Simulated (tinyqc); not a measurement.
# Changing the mobility mu2

Model: Hall effect and magnetoresistance of several carrier groups with constant relaxation times. Computed by tinyqc, a small Python program. Command: `OMP_NUM_THREADS=1 python tinyqc.py 3006191 3006192 out.jsonl hall2 sweep`. One thread of a shared host (Intel(R) Xeon(R) Processor @ 2.30GHz), about 0.01 s of CPU time with the checks.

Group 1 has charge -e and group 2 charge -e; s_i is that sign. B lies along z; mu B is formed with mu in m^2/(V s).

Inputs (values chosen for the exercise, for a model conductor): density n1 = 6.6e+10 1/cm^2; mobility mu1 = 2700 cm^2/(V s); density n2 = 1e+11 1/cm^2; magnetic field B = 0.94 T.

Carriers: two electron groups. Densities: per area (a thin layer).

Constants: e = 1.602176634e-19 C.

Method:
- sigma_xx = sum n_i e mu_i/(1 + mu_i^2 B^2); sigma_xy = sum s_i n_i e mu_i^2 B/(1 + mu_i^2 B^2).
- rho_xx = sigma_xx/(sigma_xx^2 + sigma_xy^2); Hall coefficient R_H = sigma_xy/(B (sigma_xx^2 + sigma_xy^2)), with B in V s/cm^2 (1 T = 1e-4 V s/cm^2); magnetoresistance MR = rho_xx(B)/rho_xx(0) - 1. Apparent density 1/(e |R_H|); Hall mobility |R_H|/rho_xx.
- Weak field: R_H(0) = sum s_i n_i mu_i^2/(e (sum n_i mu_i)^2); MR = c B^2 with c = n1 n2 mu1 mu2 (s1 mu1 - s2 mu2)^2/(n1 mu1 + n2 mu2)^2. Strong field: R_H = 1/(e sum s_i n_i); rho_xx saturates at (n1/mu1 + n2/mu2)/(e (sum s_i n_i)^2).

One run for each value; columns: (1) mobility mu2 (cm^2/(V s)); (2) magnetoresistance MR (%); (3) Hall coefficient R_H (cm^2/C); (4) Hall mobility (cm^2/(V s)); (5) coefficient c (1/T^2):
```
(1)          (2)          (3)     (4)         (5)
27    9.2818e-02  -9.1778e+07  2657.6  1.0505e-03
52    1.7066e-01  -8.9324e+07  2620.2  1.9317e-03
99    2.9791e-01  -8.5025e+07  2554.8  3.3732e-03
190   4.8388e-01  -7.7736e+07  2444.2  5.4852e-03
360   6.7311e-01  -6.7067e+07  2286.3  7.6560e-03
700   7.0571e-01  -5.3488e+07  2112.1  8.0996e-03
1300  4.0944e-01  -4.2563e+07  2093.2  4.7802e-03
2600  2.0066e-03  -3.7612e+07  2640.6  2.4129e-05
```

Over the rows, magnetoresistance MR (%) goes from 0.0928 through a maximum among these rows, 0.706 at 700, to 0.00201; Hall coefficient R_H (cm^2/C) rises from -9.18e7 to -3.76e7 (exponent d ln y / d ln x -0.041 between the first rows and -0.18 between the last); Hall mobility (cm^2/(V s)) goes from 2660 through a minimum among these rows, 2090 at 1300, to 2640. For groups of one sign MR vanishes both when group 2 carries nothing and when the mobilities are equal.

Extremes, crossings and ranges named in words are read from the listed rows.
